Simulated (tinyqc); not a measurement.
Inside a calculation. Model: drifting, spreading and decaying minority pulse (Haynes-Shockley), explicit time steps.

Program tinyqc, `OMP_NUM_THREADS=1 python tinyqc.py 2310127 2310128 out.jsonl`; Intel Xeon 2.30GHz, shared host, one thread, about 0.01 s. Printed values are rounded.

Low injection in a uniform field: dn/dt = D d2n/dx2 - v dn/dx - n/tau with D = mu Vt and v = mu F towards +x. Exact solution on an infinite bar for a Gaussian start at x0: n = N0 exp(-t/tau) exp(-(x - x0 - v t)^2/(2 s^2))/sqrt(2 pi s^2), s^2 = s0^2 + 2 D t.

Values chosen for this exercise; mobility close to that of silicon at room temperature: temperature T = 350 K; minority-carrier mobility mu = 1360 cm^2/(V s); sweep field along the drift F = 46 V/cm; mesh step hx = 16 um; lifetime tau = 9.2e-7 s; injected sheet density N0 = 6e11 cm^-2; time step dt = 1.1e-8 s; initial width (standard deviation) s0 = 20 um.

Constants: q = 1.602176634e-19 C, kB = 1.380649e-23 J/K, Vt = kB T/q. Results are converted to the units shown.

## Coefficients of the scheme

Exponentially fitted fluxes: d = F hx/Vt, B(d) = d/(exp(d) - 1), k = D dt/hx^2; (L n)_i = a n_(i-1) + b n_i + c n_(i+1) with a = k B(-d), c = k B(d), b = -a - c - dt/tau. Explicit steps keep n positive for dt up to 1/[(D/hx^2)(B(d) + B(-d)) + 1/tau].

D = 41.0185 cm^2/s
v = 62560 cm/s
d = 2.44026
a = 0.471155
b = -0.524167
c = 0.0410555
positivity limit of dt = 2.09857e-8 s

dt is 0.52 times the explicit limit. On this mesh the fitted flux acts like a diffusion coefficient (d/2) coth(d/2) D = 1.45 D for a travelling pulse, before the error of the time steps.

## Initial pulse

Nodes x_i = i hx, i = 1 to 10, n = 0 at nodes 0 and 11; the Gaussian at t = 0 with x0 = 4 hx.

n at t = 0, node 1 to 10 (in units of 1e14 cm^-3): 0.06718  0.33276  0.86907  1.19683  0.86907  0.33276  0.06718  0.00715  0.00040  0.00001

## Step 1: densities after a time step

(L n)_i = a n_(i-1) + b n_i + c n_(i+1), n = 0 beyond the ends. Explicit step: n(new) = n + L n.

n at t = 1 dt, node 1 to 10 (in units of 1e14 cm^-3): 0.04563  0.22567  0.61945  1.01464  0.99109  0.57057  0.18904  0.03507  0.00356  0.00019

## Step 2: densities after a time step

As before.

n at t = 2 dt, node 1 to 10 (in units of 1e13 cm^-3): 0.30977  1.54313  4.42740  8.15346  9.73069  7.46212  3.60219  1.05905  0.18228  0.01771

## Course in time

The same steps, now on nodes 1 to 60 (n = 0 at nodes 0 and 61), for 24 steps; centre = sum x n/sum n. Deviations are from the exact pulse, as a share of its largest value on the nodes; a run counts as stable if they stay under 100 %.

Course of the iteration:
```
step  hx sum n (cm^-2)  centre (um)  most negative n (cm^-3), 0 if none  largest deviation (% of the peak)
1           5.91189e11      71.1492                                   0                              0.954
2           5.83820e11      78.1541                                   0                               1.84
3           5.76636e11      85.1490                                   0                               2.09
4           5.69603e11      92.1363                                   0                               2.72
5           5.62698e11      99.1178                                   0                               2.78
6           5.55906e11      106.095                                   0                               3.26
7           5.49214e11      113.069                                   0                               3.27
8           5.42617e11      120.041                                   0                               3.60
9           5.36108e11      127.011                                   0                               3.63
...                ...          ...                                 ...                                ...
16          4.92772e11      175.778                                   0                               4.16
17          4.86879e11      182.743                                   0                               4.42
18          4.81057e11      189.708                                   0                               4.26
19          4.75304e11      196.674                                   0                               4.51
20          4.69621e11      203.639                                   0                               4.44
21          4.64005e11      210.604                                   0                               4.59
22          4.58457e11      217.569                                   0                               4.60
23          4.52976e11      224.534                                   0                               4.67
24          4.47559e11      231.499                                   0                               4.69
```

The run is stable. After 24 steps the deviation is 4.7 % of the peak. From step 1 to the last the centre has moved at 1.01 v and the content is 0.61 % below N0 exp(-t/tau). On an endless mesh these steps would give a speed of 1.01 v and a content of 0.998 times the exact one, from dt/tau = 0.0120 alone; the rest comes from the absorbing ends.
